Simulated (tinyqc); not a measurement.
sp3s* tight binding with spin-orbit coupling, step by step. Values are carried at full precision from step to step, so a last printed digit may differ when a step is redone from the rounded ones.

sp3s* tight binding, nearest neighbours only: anion (a) at 0, cation (c) at a/4 (1,1,1), orbitals s, px, py, pz, s* on each; k in units of 2 pi/a. With phases e_j = exp(i (pi/2) k.n_j) for n = (1,1,1), (1,-1,-1), (-1,1,-1), (-1,-1,1): g0 = (e1+e2+e3+e4)/4, g1 = (e1+e2-e3-e4)/4, g2 = (e1-e2+e3-e4)/4, g3 = (e1-e2-e3+e4)/4. The diagonal holds the levels Esa, Epa, Exa (s*) and Esc, Epc, Exc. Anion-cation block: <sa|sc> = Vss g0; <sa|xc> = Vsapc g1; <xa|sc> = -Vscpa g1; <xa|xc> = Vxx g0; <xa|yc> = <ya|xc> = Vxy g3, <xa|zc> = <za|xc> = Vxy g2, <ya|zc> = <za|yc> = Vxy g1; <s*a|xc> = Vxapc g1; <xa|s*c> = -Vpaxc g1; y and z take g2 and g3 in place of g1; s-s* and s*-s* vanish.

Constants: hbar^2/2m0 = 3.80998211 eV angstrom^2.

Parameters, chosen for this exercise (near a published set for GaSb, fitted to gaps, whose masses and valley positions are rough; spin-orbit coupling, where it is added without a refit, lifts the valence top and shrinks all gaps by about a third of the splitting; the results hold for these values, not for the real material): k = (0.23, 0.23, 0) 2 pi/a (wave vector); Esa = -7.274 eV (s level of the anion); Epa = 0.849 eV (p level of the anion); Esc = -3.932 eV (s level of the cation); Epc = 2.946 eV (p level of the cation); Exa = 6.573 eV (s* level of the anion); Exc = 5.939 eV (s* level of the cation); Vss = -6.133 eV (s-s); Vxx = 1.564 eV (px-px); Vxy = 4.154 eV (px-py); Vsapc = 5.017 eV (s anion, p cation); Vscpa = 4.726 eV (s cation, p anion); Vxapc = 4.987 eV (s* anion, p cation); Vpaxc = 4.225 eV (p anion, s* cation); Da = 1.021 eV (atomic spin-orbit splitting, anion); Dc = 0.177 eV (the same, cation); a = 6.099 angstrom (lattice constant).

## Phase sums

Form g0 to g3 at this k.

g0, g1, g2, g3: 0.87506  0.33066i  0.33066i  -0.12494

## The Hamiltonian without spin-orbit coupling

Fill in the 10 x 10 matrix.

H(k) (eV):
```
           sa        xa        ya        za       s*a        sc       xc       yc       zc       s*c
sa    -7.2740         0         0         0         0   -5.3667  1.6589i  1.6589i  -0.6268         0
xa          0    0.8490         0         0         0  -1.5627i   1.3686  -0.5190  1.3735i  -1.3970i
ya          0         0    0.8490         0         0  -1.5627i  -0.5190   1.3686  1.3735i  -1.3970i
za          0         0         0    0.8490         0    0.5905  1.3735i  1.3735i   1.3686    0.5279
s*a         0         0         0         0    6.5730         0  1.6490i  1.6490i  -0.6231         0
sc    -5.3667   1.5627i   1.5627i    0.5905         0   -3.9320        0        0        0         0
xc   -1.6589i    1.3686   -0.5190  -1.3735i  -1.6490i         0   2.9460        0        0         0
yc   -1.6589i   -0.5190    1.3686  -1.3735i  -1.6490i         0        0   2.9460        0         0
zc    -0.6268  -1.3735i  -1.3735i    1.3686   -0.6231         0        0        0   2.9460         0
s*c         0   1.3970i   1.3970i    0.5279         0         0        0        0        0    5.9390
```

## Levels at this k

Diagonalise H, which belongs to k = (0.23, 0.23, 0) (2 pi/a). Four bands are filled (two electrons each); give the make-up of band 5, the lowest empty one.

levels (eV): -11.6012  -2.7327  -0.8172  -0.2618  1.6495  3.0535  4.0568  4.5289  6.7805  8.0346

weights of band 5: s 0.570, p 0.361, s* 0.070

weight of band 5 on atom a = 0.488

The vertical gap at this k is 1.9113 eV; band 5 is mostly s-like.

## Levels at Gamma

Spin-orbit coupling acts within the p shell of each atom as (D/3) L.sigma, D = Da or Dc: it puts four states at Ep + D/3 and two at Ep - 2D/3.

At k = 0 only g0 = 1 is left and H falls into 2 x 2 blocks [[E_a, V], [V, E_c]] with roots (E_a + E_c)/2 -/+ sqrt(((E_a - E_c)/2)^2 + V^2); the s* levels stay uncoupled. The direct gap runs from the highest lower root of the p blocks to the lowest upper root.

Blocks at Gamma (eV):
```
block               E_a      E_c        V  lower root  upper root
s (Gamma6)      -7.2740  -3.9320  -6.1330    -11.9596      0.7536
p 3/2 (Gamma8)   1.1893   3.0050   1.5640      0.2888      3.9056
p 1/2 (Gamma7)   0.1683   2.8280   1.5640     -0.5548      3.5511
```

direct gap at Gamma = 0.4648 eV

The lowest empty level at Gamma is s-like. The split-off band lies 0.8436 eV below the top, between Dc = 0.177 and Da = 1.021 eV, weighted by where the valence p state sits.

## Bands near the gap

Diagonalise at L = (1/2,1/2,1/2), X = (1,0,0), W = (1,1/2,0), K = (3/4,3/4,0) and at the fractions named between them; energies from the top of the valence band at Gamma; the matrix is 20 x 20 and 8 levels are filled.

Levels (eV):
```
k        level 3  level 5  level 7  level 8  level 9  level 10  level 11
L         -6.903   -1.700   -1.191   -1.191    0.691     0.691     2.305
L-G 0.5   -4.267   -1.191   -0.668   -0.668    1.072     1.072     2.794
G         -0.844    0.000    0.000    0.000    0.465     0.465     3.262
G-X 0.2   -1.751   -0.812   -0.371   -0.371    1.299     1.299     2.907
G-X 0.4   -3.545   -1.555   -1.120   -1.120    1.557     1.557     2.115
G-X 0.6   -5.327   -2.241   -1.834   -1.834    1.162     1.162     1.684
G-X 0.7   -6.127   -2.511   -2.112   -2.112    0.992     0.992     1.489
G-X 0.8   -6.821   -2.712   -2.320   -2.320    0.904     0.904     1.294
G-X 0.9   -7.340   -2.836   -2.448   -2.448    0.901     0.901     1.119
X         -7.546   -2.878   -2.491   -2.491    0.951     0.951     1.008
W         -7.657   -3.092   -2.514   -2.467    0.880     0.924     0.977
K         -7.550   -3.138   -2.313   -2.218    0.835     0.898     1.131
K-G 0.5   -5.043   -2.206   -0.986   -0.900    1.229     1.391     2.135
```

On these points the lowest empty level is lowest at G, 0.465 eV above the top.

## Valleys and masses

The lowest conduction level (mean of the pair) at Gamma, at its minimum on (x,0,0) for x from 0.5 to 1, and at the point L (L, and X where the search ends there, need not be minima in this model; a zero or negative inverse mass shows it). Inverse masses m0/m = (E(+h) + E(-h) - 2 E)/(2 c q^2) with c = hbar^2/2m0, q = h 2 pi/a, h = 0.002; longitudinal along the valley axis ([100] at Gamma and Delta, [111] at L), transverse along [010] or [1-10]. A dash: the next level lies within 0.15 eV, so a single mass has no use there.

Valleys:
```
valley  x (2 pi/a)  E - Ev (eV)  m0/m_l  m0/m_t
Gamma       0.0000       0.4648   21.36   21.36
Delta       0.8534       0.8922    0.99    0.30
L           0.5000       0.6911    0.53    1.33
```

Of these three the lowest is Gamma, which makes the gap direct, 0.4648 eV. At Delta m0/m_t is 0.30. This nearest-neighbour model is fitted to gaps: it places the Delta minimum and the masses at Delta and L only roughly (transverse masses can be several times too heavy), and since its bands are flat from X to W the transverse mass grows too heavy towards X; d orbitals or second neighbours cure this.

## Checks

- Direct gap at Gamma from the blocks against the full matrix: both 0.464785.

Run: tinyqc, `OMP_NUM_THREADS=1 python tinyqc.py 1481171 1481172 out.jsonl`; Intel(R) Xeon(R) Processor @ 2.30GHz, one thread, shared host; about 0.1 s of CPU time with all checks.
